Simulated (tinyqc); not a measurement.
## Polarisation and half-bias from two TMR values

Question. A tunnel junction has TMR = TMR0/(1 + (V/Vh)^2), TMR0 = 2 P1 P2/(1 - P1 P2). Find TMR0, Vh and P2.

Parameters, values chosen for the exercise: spin polarisation of the reference layer P1 = 0.64.

TMR at 0.1 and 0.5 V (%): 176.13017  116.79378

Answer. 1/TMR is linear in V^2, and P1 P2 = TMR0/(2 + TMR0).

TMR0 = 179.9 %
Vh = 0.6800 V
P2 = 0.7400

Computed by the program tinyqc: `OMP_NUM_THREADS=1 python tinyqc.py 2450009 2450010 out.jsonl`, one thread of a shared Intel Xeon 2.30GHz, about 0.01 s for the whole run.
